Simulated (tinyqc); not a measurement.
On-chip power grid, static voltage drop by conjugate gradients: two steps of the calculation.

A grid of 3 rows and 3 columns, node k = 3 row + column. Neighbours in a row are joined by Rx, in a column by Ry; pad nodes, which reach the supply through Rp: 0, 2, 6, 8. Each node draws I0, node 8 draws kh I0. The drops u = Vdd - V solve G u = i, with G the conductance matrix (1/Rp added on the diagonal at pad nodes).

Inputs (values chosen for the exercise):
```
symbol  value  unit                                   meaning
Vdd      0.65     V                            supply voltage
Rx       0.34   ohm        resistance of a horizontal segment
Ry       0.57   ohm          resistance of a vertical segment
Rp      0.065   ohm  resistance from a pad node to the supply
I0        1.1    mA          load current of an ordinary node
kh          3              factor on the load at the hot node
```

Task 1. Conjugate-gradient step. q = G p; with z = r/G_kk: a = (r.z)/(p.q); u(new) = u + a p; r(new) = r - a q; b = (r.z)(new)/(r.z); p(new) = z(new) + b p.

u after iteration 1 (mV):
```
            col 0       col 1       col 2
row 0  0.11822381  0.31085979  0.11822381
row 1  0.36805799  0.25278708  0.36805799
row 2  0.11822381  0.31085979  0.35467142
```

r after iteration 1 (mA):
```
            col 0       col 1       col 2
row 0   0.2860542  -0.1350348   0.2860542
row 1  -0.1156433   1.9818281   0.2991771
row 2   0.2860542   0.5603994  -2.2618559
```

p after iteration 1 (mV):
```
            col 0       col 1        col 2
row 0  0.04066644  0.05178917   0.04066644
row 1  0.06432484  0.26752527   0.12863859
row 2  0.04066644  0.14285345  -0.03337871
```

Find: q; a; u after iteration 2; r after iteration 2; b; p after iteration 2.

Result 1.

q (mA):
```
        col 0   col 1   col 2
row 0   0.551  -0.313   0.439
row 1  -0.515   1.603   0.030
row 2   0.284   0.600  -1.316
```

a = 1.318

u after iteration 2 (mV):
```
        col 0   col 1   col 2
row 0  0.1718  0.3791  0.1718
row 1  0.4528  0.6054  0.5376
row 2  0.1718  0.4992  0.3107
```

r after iteration 2 (mA):
```
         col 0    col 1    col 2
row 0  -0.4408   0.2776  -0.2921
row 1   0.5627  -0.1317   0.2595
row 2  -0.0878  -0.2307  -0.5270
```

b = 0.1431

p after iteration 2 (mV):
```
          col 0     col 1     col 2
row 0  -0.01613   0.04377  -0.00872
row 1   0.09645   0.02427   0.05865
row 2   0.00145  -0.00976  -0.03102
```

Task 2. Worst drop, pad currents and power lost. Pad current u/Rp; worst drop as a share of Vdd; power lost in the grid and pads sum_k i_k u_k; power delivered sum_k i_k (Vdd - u_k).

converged u (mV):
```
            col 0       col 1       col 2
row 0  0.16438480  0.41841006  0.16711836
row 1  0.55304714  0.63855907  0.58433473
row 2  0.17135124  0.46597181  0.28364559
```

Give: worst drop; share of Vdd; pad currents; power lost; power delivered.

Result 2.

worst drop = 0.6386 mV
share of Vdd = 0.09824 %
pad currents (mA): node 0 2.529, node 2 2.571, node 6 2.636, node 8 4.364
power lost = 0.004416 mW
power delivered = 7.861 mW

The pad currents add up to the total load, 12.10 mA. The worst drop is at node 4, not at the hot node.

tinyqc, about 0.1 s, one thread, Intel Xeon 2.30GHz (shared host): `OMP_NUM_THREADS=1 python tinyqc.py 2770143 2770144 out.jsonl`
